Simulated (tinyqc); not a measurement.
Pariser-Parr-Pople SCF with singles CI, for the molecule C=CC(=C)C(C=C)=CC=O (SMILES; centres numbered as the heavy atoms are written), step by step. One step of it, computed by the program tinyqc.

Problem. PPP integrals. Mataga-Nishimoto: gamma = 14.399645/(R + a), a = 2 x 14.399645/(gamma_rr + gamma_ss); H_rr = -W_r - sum_(s != r) z_s gamma_rs; H_rs = beta for bonds.

Centres (angstrom, eV; a flat drawing with bonds scaled to 1.40 angstrom):
```
centre          x          y  core charge z          W   gamma_rr
1C       1.095000   2.222000              1  12.690000  12.510000
2C       2.035000   1.185000              1  12.690000  12.510000
3C       1.608000  -0.148000              1  12.690000  12.510000
4C       2.548000  -1.185000              1  12.690000  12.510000
5C       0.239000  -0.444000              1  12.690000  12.510000
6C      -0.188000  -1.777000              1  12.690000  12.510000
7C      -1.556000  -2.074000              1  12.690000  12.510000
8C      -0.701000   0.592000              1  12.690000  12.510000
9C      -2.070000   0.296000              1  12.690000  12.510000
10O     -3.010000   1.333000              1  20.070000  15.760000
```

Resonance integrals (eV):
```
i   j       beta
1   2  -2.390000
2   3  -2.390000
3   4  -2.390000
3   5  -2.390000
5   6  -2.390000
6   7  -2.390000
5   8  -2.390000
8   9  -2.390000
9  10  -2.340000
```

Give: repulsion gamma_rs; core matrix H.

Solution.

repulsion gamma_rs (eV), order 1C, 2C, 3C, 4C, 5C, 6C, 7C, 8C, 9C, 10O:
```
[[12.5100, 5.6454, 4.0268, 2.9660, 3.6445, 2.6911, 2.3228, 4.0263, 2.9653, 2.7591],
 [5.6454, 12.5100, 5.6452, 4.0268, 4.0270, 2.9663, 2.3998, 3.6449, 2.6909, 2.3739],
 [4.0268, 5.6452, 12.5100, 5.6454, 5.6432, 4.0270, 2.9658, 4.0270, 2.9655, 2.4538],
 [2.9660, 4.0268, 5.6454, 12.5100, 4.0267, 3.6451, 2.6914, 2.9664, 2.3997, 2.0223],
 [3.6445, 4.0270, 5.6432, 4.0267, 12.5100, 5.6452, 4.0271, 5.6470, 4.0270, 3.0495],
 [2.6911, 2.9663, 4.0270, 3.6451, 5.6452, 12.5100, 5.6449, 4.0279, 3.6446, 2.7595],
 [2.3228, 2.3998, 2.9658, 2.6914, 4.0271, 5.6449, 12.5100, 3.6447, 4.0266, 3.0488],
 [4.0263, 3.6449, 4.0270, 2.9664, 5.6470, 4.0279, 3.6447, 12.5100, 5.6432, 4.1814],
 [2.9653, 2.6909, 2.9655, 2.3997, 4.0270, 3.6446, 4.0266, 5.6432, 12.5100, 5.9543],
 [2.7591, 2.3739, 2.4538, 2.0223, 3.0495, 2.7595, 3.0488, 4.1814, 5.9543, 15.7600]]
```

core matrix H (eV), order 1C, 2C, 3C, 4C, 5C, 6C, 7C, 8C, 9C, 10O:
```
[[-43.7373, -2.3900, 0.0000, 0.0000, 0.0000, 0.0000, 0.0000, 0.0000, 0.0000, 0.0000],
 [-2.3900, -46.1102, -2.3900, 0.0000, 0.0000, 0.0000, 0.0000, 0.0000, 0.0000, 0.0000],
 [0.0000, -2.3900, -50.0898, -2.3900, -2.3900, 0.0000, 0.0000, 0.0000, 0.0000, 0.0000],
 [0.0000, 0.0000, -2.3900, -43.0798, 0.0000, 0.0000, 0.0000, 0.0000, 0.0000, 0.0000],
 [0.0000, 0.0000, -2.3900, 0.0000, -52.4273, -2.3900, 0.0000, -2.3900, 0.0000, 0.0000],
 [0.0000, 0.0000, 0.0000, 0.0000, -2.3900, -47.7417, -2.3900, 0.0000, 0.0000, 0.0000],
 [0.0000, 0.0000, 0.0000, 0.0000, 0.0000, -2.3900, -43.4620, 0.0000, 0.0000, 0.0000],
 [0.0000, 0.0000, 0.0000, 0.0000, -2.3900, 0.0000, 0.0000, -50.4990, -2.3900, 0.0000],
 [0.0000, 0.0000, 0.0000, 0.0000, 0.0000, 0.0000, 0.0000, -2.3900, -47.0071, -2.3400],
 [0.0000, 0.0000, 0.0000, 0.0000, 0.0000, 0.0000, 0.0000, 0.0000, -2.3400, -48.6727]]
```
